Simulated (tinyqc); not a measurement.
# Chemical vapour deposition: Grove model, boundary layer, depletion and step coverage, step by step

A worked calculation. Computed by tinyqc, a small Python program that keeps every step. Command: `OMP_NUM_THREADS=1 python tinyqc.py 3028268 3028269 out.jsonl cvd walk`. One thread of a shared host (Intel(R) Xeon(R) Processor @ 2.30GHz), about 0.01 s of CPU time with the checks. Intermediate numbers are printed to about 6 digits and carried at full precision; extremes and crossings named in words are read from the listed rows.

A precursor diffuses to the surface and reacts there at first order; each molecule that reacts adds one formula unit of film.

Inputs (values chosen for the exercise, close to those used for epitaxial silicon from a chlorosilane):
```
quantity                                           value                unit
prefactor k0 of k_s                                5e+07                cm/s
activation energy E                                 1.95                  eV
temperature T                                       1190                   C
total pressure p                                     760                torr
mole fraction of the precursor Y                  0.0022                   -
gas diffusivity D0 at 273.15 K and 760 torr          0.3              cm^2/s
film density N                                     5e+22  formula units/cm^3
precursor mass M                                     101                   u
trench width w                                     0.044                  um
aspect ratio of the trench                           8.7                   -
gas velocity U                                        30                cm/s
kinematic viscosity nu0 at 273.15 K and 760 torr    0.57              cm^2/s
susceptor length L                                    46                  cm
channel height b                                       9                  cm
```

Reactor: horizontal, atmospheric.

Constants: k_B = 1.380649e-23 J/K; u = 1.6605390666e-27 kg; k_B = 8.617333262e-05 eV/K.

## Gas-phase and surface constants

k_s = k0 exp(-E/(k_B T)); C_g = Y p/(k_B T), 1 torr = 133.322 Pa; D = D0 (T/273.15)^1.75 (760/p). Temperatures in kelvin are T(C) + 273.15. Mean speed c = sqrt(8 k_B T/(pi M)); reactive sticking probability beta = 4 k_s/c.

surface rate constant k_s = 9.59955 cm/s

precursor density C_g = 1.10348e+16 1/cm^3

gas diffusivity D = 5.65815 cm^2/s

mean speed c = 55382.3 cm/s

sticking probability beta = 6.93330e-04

## Boundary layer

nu = nu0 (T/273.15)^1.75 (760/p); Re = U L/nu; mean boundary layer delta = (2/3) L/sqrt(Re), at most b/2; h_g = D/delta.

Reynolds number Re = 128.366

boundary layer delta = 2.70671 cm

mass-transfer coefficient h_g = 2.09042 cm/s

## Growth rate at the inlet

Fluxes in series: C_s = C_g/(1 + k_s/h_g); growth rate G = k_s h_g/(k_s + h_g) C_g/N; 1 cm/s = 6e8 nm/min.

ratio k_s/h_g = 4.59216

C_s/C_g = 0.178822

growth rate G at the inlet = 227.310 nm/min

Gas transport limits the rate, so the flow pattern sets uniformity.

## Depletion along the susceptor

Plug flow: U b dC/dx = -k_eff C with k_eff = k_s h_g/(k_s + h_g), so C falls as exp(-k_eff x/(U b)); the used share of the precursor is 1 - C(L)/C(0).

k_eff = 1.71661 cm/s

depletion length = 157.287 cm

rate at the outlet over rate at the inlet = 0.746426

rate at the outlet = 169.670 nm/min

25.4 % of the precursor is used.

## Reaction control against transport control

The formulas are those given above.

Rates:
```
T (C)  k_s (cm/s)  h_g (cm/s)  G (nm/min)  reaction limit (nm/min)  transport limit (nm/min)
990        0.8294     1.83814      87.662                   127.22                   281.942
1040       1.6406     1.90165     129.950                   242.06                   280.577
1090       3.0869     1.96486     170.648                   438.74                   279.270
1140       5.5539     2.02778     203.658                   761.46                   278.015
1190       9.5996     2.09042     227.310                  1271.15                   276.809
1240      16.0028     2.15279     242.964                  2049.04                   275.649
1290      25.8192     2.21491     252.841                  3200.20                   274.531
1340      40.4399     2.27678     258.878                  4857.04                   273.453
1390      61.6540     2.33841     262.457                  7182.34                   272.411
```

The apparent activation energy of G is 1.13 eV between the first rows and 0.06 eV between the last, against E = 1.95 eV. k_s passes h_g between 1040 and 1090 C, where control shifts from the surface to the gas. In the reaction limit the slope is E - k_B T, because C_g falls as 1/T; any further lowering comes from transport.

## Step coverage in a trench

In a long trench of width w and depth l = aspect ratio x w: Knudsen diffusivity D_K = (2w) c/3 (hydraulic diameter 2w), combined as 1/D_e = 1/D_K + 1/D; D_e d2C/dz2 = 2 k_s C/w with D_e dC/dz = -k_s C at the floor. With m = sqrt(2 k_s/(w D_e)): C(floor)/C(top) = 1/[cosh(m l) + (k_s/(D_e m)) sinh(m l)].

Knudsen diffusivity D_K = 0.162455 cm^2/s

effective diffusivity D_e = 0.157921 cm^2/s

modulus m l = 0.201218

step coverage = 0.977846

Wall collisions limit transport in the trench; then m l = aspect ratio x sqrt(3 beta)/2, 0.1984, whatever the width. Coverage is nearly conformal. Caution: the hydraulic-diameter form of D_K is rough for a slit.

Checks made by the program: step coverage against a numerical boundary-value solution (relative difference below 1e-10).
